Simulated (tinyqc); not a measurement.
Coherent transport through a tight-binding region between two chains, step by step. One step of it, computed by the program tinyqc.

Task: Transmission at E = -0.74 eV. Surface Green function g = (E - i sqrt(4 t^2 - E^2)) / (2 t^2); self-energy tc^2 g on each contact site; G = (E - H - Sigma)^(-1); Gamma = -2 Im Sigma; T = Gamma_L Gamma_R |G_LR|^2; local density of states -Im G_ii / pi.

H of the central region (eV):
```
           1          2          3
1   0.000000  -0.620000   0.000000
2  -0.620000   0.000000  -1.510000
3   0.000000  -1.510000   0.000000
```

Leads: semi-infinite chains with site energy 0:
```
parameter                           value
lead hopping t (eV)              1.070000
coupling to the left lead (eV)   1.030000
coupling to the right lead (eV)  1.000000
left contact site                       1
right contact site                      3
```

E = -0.740000 eV

Give: g; G; local density of states; transmission.

Result:

g = -0.3232-0.8769i 1/eV

G (1/eV):
```
                 1               2               3
1  -0.2986-0.7889i  0.2379-0.0572i  0.2392+0.2959i
2   0.2379-0.0572i  0.0665-0.3936i  0.5972-0.1694i
3   0.2392+0.2959i  0.5972-0.1694i  0.1944-0.2045i
```

local density of states (1/eV): 0.2511  0.1253  0.0651

transmission = 0.4724
